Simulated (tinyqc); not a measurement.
Donor level screened by free carriers (Yukawa potential): sweeps and comparisons. A value that a table varies takes the place of the one given here.

Potential -(q/(eps r)) exp(-ks r), q = e^2/(4 pi eps0). In units Ry* = Ry m/eps^2 and a* = a0 eps/m the problem is [-Laplacian - 2 exp(-x r)/r] psi = E psi with x = ks a*.

Converged values use 18 functions exp(-z r), z = 1.55^i, i = -11 to 6: S = 2/A^3, H = z_i z_j S - 2/(A + x)^2, A = z_i + z_j.

Screening wave number: Debye ks^2 = 4 pi q n/(eps kB T); Thomas-Fermi ks^2 = 6 pi q n/(eps EF) with EF = c (3 pi^2 n/gv)^(2/3)/m, c = hbar^2/2m0; the two are joined by 1/ks^2 = sqrt(1/ks_D^4 + 1/ks_TF^4). 1e18/cm^3 = 1e-6/angstrom^3, q = e^2/(4 pi eps0).

Constants: e^2/(4 pi eps0) = 14.39964547 eV angstrom; kB = 8.617333262e-05 eV/K; hbar^2/2m0 = 3.80998211 eV angstrom^2; Ry = 13.60569312 eV; a0 (Bohr radius) = 0.5291772105 angstrom.

Parameters, chosen for this exercise (near those of a donor in 4H SiC, with one mean mass; not measured data): xs = (0.06, 0.12, 0.27, 0.44, 0.72, 0.9, 1.07) (values of x); m = 0.386 m0 (mass); eps = 9.4 (dielectric constant); gv = 3 (valleys); T = 300 K (temperature); nl = (0.11, 0.37, 1.1, 3.7, 11, 37, 110) x 1e18/cm^3 (densities); n = 3.7 x 1e18/cm^3 (free-carrier density).

## Towards the loss of the bound state

First order (-1 + 2x), one-parameter (minimum of z^2 - 8 z^3/(2z + x)^2) and converged 1s energies in Ry*, and the mean radius in a*; a dash marks an unbound result.

Results:

| x | first order | trial function | converged | <r> |
|---|---|---|---|---|
| 0.06 | -0.8800 | -0.8852 | -0.8852 | 1.50 |
| 0.12 | -0.7600 | -0.7801 | -0.7801 | 1.52 |
| 0.27 | -0.4600 | -0.5542 | -0.5546 | 1.59 |
| 0.44 | -0.1200 | -0.3523 | -0.3545 | 1.73 |
| 0.72 | - | -0.1223 | -0.1317 | 2.26 |
| 0.90 | - | -0.0319 | -0.0486 | 3.15 |
| 1.07 | - | - | -0.0081 | 6.42 |

How do the results move?

First order loses the state at x = 0.5, the trial function reaches zero energy at x = 1.00, and the exact limit is 1.19. The radius starts at 1.5 a*, grows slowly at first (1.59 at x = 0.27), then steadily, and swells towards the end (6.4 at 1.07), where a single exponential fails: the binding vanishes as the square of the distance from 1.19.

## Binding against carrier density

Ry* = 59.4364 meV
a* = 12.887 angstrom

x from the joined ks; converged 1s binding (dash: x above 1.17, at or past the limit 1.19 where the state unbinds).

Results:

| n (1e18/cm^3) | EF/kB T | 1/ks (angstrom) | x | binding (meV) | n^(1/3) a* |
|---|---|---|---|---|---|
| 0.11 | 0.04 | 110.5 | 0.117 | 46.71 | 0.062 |
| 0.37 | 0.09 | 60.3 | 0.214 | 37.65 | 0.093 |
| 1.1 | 0.19 | 35.1 | 0.367 | 25.76 | 0.133 |
| 3.7 | 0.42 | 19.4 | 0.664 | 9.92 | 0.199 |
| 11 | 0.87 | 11.9 | 1.085 | 0.37 | 0.287 |
| 37 | 1.95 | 7.7 | 1.670 | - | 0.429 |
| 1.1e+02 | 4.03 | 5.9 | 2.178 | - | 0.617 |

How do the results move?

The binding falls from 46.7 to 0.4 meV (bare value 59.4); it passes half the bare value between 0.37 and 1.1 x 1e18/cm^3. The level is unbound, or bound by less than 0.001 Ry*, from 37 x 1e18/cm^3 on; as the density rises, it is lost by the time n^(1/3) a* reaches 0.43. x grows with exponent 0.50 in n at the start and 0.24 at the end (1/2 for Debye, 1/6 for Thomas-Fermi screening). The level survives to n^(1/3) a* = 0.29, past the 0.26 of the Mott rule, which corresponds to x = 1 for one valley with degenerate screening; here the level lasts until x = 1.19, the screening is at most the degenerate value, and overlap of donors is left out.

## What each parameter does

Ry* = Ry m/eps^2, a* = a0 eps/m, x = ks a* with the joined ks; converged binding. Each row changes one parameter from the base and keeps the others.

Results:

| case | 1/ks (angstrom) | x | binding in Ry* | binding (meV) |
|---|---|---|---|---|
| base | 19.4 | 0.664 | 0.167 | 9.92 |
| n = 1.85 x 1e18/cm^3 | 27.2 | 0.475 | 0.320 | 19.03 |
| T = 360 K | 21.1 | 0.609 | 0.205 | 12.20 |
| m = 0.432 m0 | 19.3 | 0.595 | 0.216 | 14.36 |
| eps = 8.6 | 18.6 | 0.635 | 0.187 | 13.25 |
| gv = 4 | 19.3 | 0.668 | 0.164 | 9.76 |

How do the results move?

The largest shifts from the base row, up to three for each result and ties (the steps differ in size, so this ranks the rows, not the parameters). 1/ks (angstrom): n +7.7, T +1.7, eps -0.8. x: n -0.189, m -0.068, T -0.054. binding in Ry*: n +0.153, m +0.049, T +0.038. binding (meV): n +9.11, m +4.45, eps +3.34.

Run: tinyqc, `OMP_NUM_THREADS=1 python tinyqc.py 1250512 1250513 out.jsonl`; Intel(R) Xeon(R) Processor @ 2.30GHz, one thread, shared host; about 0.03 s of CPU time with all checks.
